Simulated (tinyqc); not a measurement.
Gate voltage for a given inversion charge.

Problem. p-type body, charge-sheet picture, depletion and inversion only, full ionisation (an idealisation for deep acceptors), Boltzmann statistics (rough once Na exp(x - xn) passes about Nc/7). In units of Vt: xg = (Vg - Vfb)/Vt, x = psi/Vt, G = gamma/sqrt(Vt), xn = (2 phiF + Vc)/Vt. The implicit equation is (xg - x)^2 = G^2 [x - 1 + exp(x - xn)] for x above about 3. Cox = eps0 eox/tox. ni = sqrt(Nc Nv) exp(-Eg/(2 Vt)), Eg in volts; phiF = Vt ln(Na/ni); gamma = sqrt(2 q eps0 eps_r Na)/Cox. N_inv = (Cox Vt G/q) [sqrt(x - 1 + exp(x - xn)) - sqrt(x - 1)]. Find x - xn, psi and Vg.

Parameters, values chosen for the exercise; band and dielectric values close to those of silicon:

| symbol | value | unit | meaning |
|---|---|---|---|
| T | 250 | K | temperature |
| Eg | 1.12 | eV | band gap |
| eps_r | 11.5 |  | relative permittivity |
| Nc | 2.17e19 | cm^-3 | conduction-band density of states at T |
| Nv | 2.05e19 | cm^-3 | valence-band density of states at T |
| eox | 7.31 |  | relative permittivity of the gate insulator (close to silicon nitride) |
| tox | 21 | nm | insulator thickness |
| Na | 1e17 | cm^-3 | acceptor density |
| Vfb | -0.71 | V | flat-band voltage |
| Vc | 0.2 | V | channel-body voltage |

Constants: q = 1.602176634e-19 C, kB = 1.380649e-23 J/K, Vt = kB T/q, eps0 = 8.8541878128e-14 F/cm where lengths are in cm. Results are converted to the units shown.

N_inv = 4.7e11 cm^-2

Solution. N_inv rises steadily with x, so it fixes x; the implicit equation then gives xg directly.

x - xn = 3.904
psi = 1.174 V
Vg = 1.337 V

Numbers from tinyqc (`OMP_NUM_THREADS=1 python tinyqc.py 2122149 2122150 out.jsonl`; about 0.01 s on one thread of a shared Intel Xeon 2.30GHz).
